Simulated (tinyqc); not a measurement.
Worked calculation: Hubbard chain of 2 sites. Computed by tinyqc, a small Python program that keeps every step. Settings: hopping = 1.83, U = 3.3, mixing = 0.5, iteration cap = 75. Command: `OMP_NUM_THREADS=1 python tinyqc.py 24037 24038 out.jsonl` (the two numbers bound the seeds that draw the settings). One thread of a shared host (Intel(R) Xeon(R) Processor @ 2.60GHz), about 0.1 s of CPU time with the checks. Later iterations appear only in the table of the cycle.

## Mean-field iteration 1

one-body matrix (hopping and site energies) (eV), order 1, 2:
$$\begin{pmatrix}
0.52000 & -1.83000 \\
-1.83000 & 0.96000
\end{pmatrix}$$

U = 3.30000 eV

electrons, up and down: [1, 1]

mixing = 0.50000

n(up) at the start (a guess, not normalised): 1 0.50000, 2 0.50000

n(down) at the start (a guess): 1 0.50000, 2 0.50000

H(up) = T + U n(down), H(down) = T + U n(up); fill the lowest levels; n(new) = n + mixing (n(out) - n); E = tr T (rho up + rho down) + U sum n_up n_down of the output.

levels, up (eV): [0.54682, 4.23318]

levels, down (eV): [0.54682, 4.23318]

energy = -0.53285 eV

n(up) after iteration 1: 1 0.52984, 2 0.47016

n(down) after iteration 1: 1 0.52984, 2 0.47016

## Mean-field iteration 2

As before.

levels, up (eV): [0.55597, 4.22403]

levels, down (eV): [0.55597, 4.22403]

energy = -0.54387 eV

n(up) after iteration 2: 1 0.53149, 2 0.46851

n(down) after iteration 2: 1 0.53149, 2 0.46851

## Mean-field iteration 3

As before.

levels, up (eV): [0.55632, 4.22368]

levels, down (eV): [0.55632, 4.22368]

energy = -0.54390 eV

n(up) after iteration 3: 1 0.53157, 2 0.46843

n(down) after iteration 3: 1 0.53157, 2 0.46843

## Convergence

Each step fills the lowest levels of T + U n(other spin) and sets n(new) = n + mixing (n(out) - n); stop when output and input agree to 1e-8.

Course of the cycle:
```
iteration      E (eV)  largest |n(out) - n(in)|  mean |n_up - n_down|
1          -0.5328463                  5.97e-02               0.00000
2          -0.5438669                  3.29e-03               0.00000
3          -0.5439006                  1.71e-04               0.00000
4          -0.5439007                  8.88e-06               0.00000
5          -0.5439007                  4.61e-07               0.00000
6          -0.5439007                  2.39e-08               0.00000
7          -0.5439007                  1.24e-09               0.00000
```

local moments n_up - n_down: 1 0.00000, 2 0.00000

Converged in 7 iterations. Before convergence this energy mixes input and output and is not variational, so it may rise towards its limit.

## The many-body Hamiltonian

Basis: all placements (u, d, 2, 0 on each site), up operators ordered before down ones; hops carry the sign of the same-spin electrons passed.

H (eV), order 20, ud, du, 02:
$$\begin{pmatrix}
4.34000 & -1.83000 & -1.83000 & 0.00000 \\
-1.83000 & 1.48000 & 0.00000 & -1.83000 \\
-1.83000 & 0.00000 & 1.48000 & -1.83000 \\
0.00000 & -1.83000 & -1.83000 & 5.22000
\end{pmatrix}$$

## Exact diagonalisation (4 states)

Lowest levels of the sector, and the double occupancy of the lowest state.

lowest levels (eV): [-0.89481, 1.48000, 4.73350, 7.20131]

double occupancy per site = 0.14876

The mean-field solution above lies 0.3509 eV above the exact energy.
